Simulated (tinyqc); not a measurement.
From one set of inputs to another, one input at a time: equilibrium and kinetic segregation of a solute to boundaries and growing surfaces. Computed by tinyqc, a small Python program. Command: `OMP_NUM_THREADS=1 python tinyqc.py 3024587 3024588 out.jsonl segreg ladder`. One thread of a shared host (Intel(R) Xeon(R) Processor @ 2.30GHz), about 0.01 s of CPU time with the checks.

The inputs printed are set A. Inputs not listed in the table keep their values of set A, so the rows need not describe a real material.

Inputs (values chosen for the exercise, modelled on phosphorus in polycrystalline silicon):
```
quantity,value,unit
segregation energy Q,0.414,eV
interaction z w (positive attracts),-0.009,eV
total solute fraction x0,0.0071,-
temperature T,925,K
grain size d,100,nm
boundary thickness delta,0.49,nm
atomic volume Omega,20.02,angstrom^3
clean boundary energy gamma_0,0.75,J/m^2
```

Isotherm: Fowler-Guggenheim.

Constants: k_B = 8.617333262e-05 eV/K; 1 eV/angstrom^2 = 16.02176634 J/m^2.

Method:
- With theta the solute fraction on boundary sites and x that in the grains, theta/(1 - theta) = [x/(1 - x)] exp[(Q + z w theta)/(k_B T)].
- Finite grains: boundary sites are the fraction f = 3 delta/d, and x0 = (1 - f) x + f theta; solve both equations for theta; share at boundaries = f theta/x0.
- Gibbs adsorption for this isotherm in a dilute matrix: gamma = gamma_0 + Gam_0 [k_B T ln(1 - theta) + z w theta^2/2], Gam_0 = delta/Omega sites per area.

Each row keeps all changes above it:
```
input moved,from,to,fraction x left in the grains,share of solute at boundaries (%),boundary energy gamma (J/m^2)
set A,-,-,0.002578,64.22,0.6322
grain size d (nm),100,400,0.005359,24.80,0.5421
interaction z w (positive attracts) (eV),-0.009,0.033,0.005143,27.84,0.5275
boundary thickness delta (nm),0.49,0.6,0.004791,32.83,0.4919
total solute fraction x0,0.0071,0.00023,0.000128,44.55,0.7412
segregation energy Q (eV),0.414,0.218,0.000216,6.50,0.7487
temperature T (K),925,1000,0.000219,5.36,0.7489
```

Fraction x left in the grains goes from 0.00258 to 2.19e-4, a factor 0.0848 in all. The largest single move comes from total solute fraction x0 (a factor 0.0267), and grain size d works against it (a factor 2.08). Share of solute at boundaries goes from 64.2 to 5.36, a factor 0.0835 in all. The largest single move comes from segregation energy Q (a factor 0.146), and total solute fraction x0 works against it (a factor 1.36). Boundary energy gamma goes from 0.632 to 0.749, a factor 1.18 in all. The largest single move comes from total solute fraction x0 (a factor 1.51), and grain size d works against it (a factor 0.857). The single moves hold for this order of the switches; the total does not depend on the order.

Caution (rows grain size d, interaction z w (positive attracts)): so much solute in the grains may exceed the solubility and is no longer dilute.

Extremes, crossings and ranges named in words are read from the listed rows.
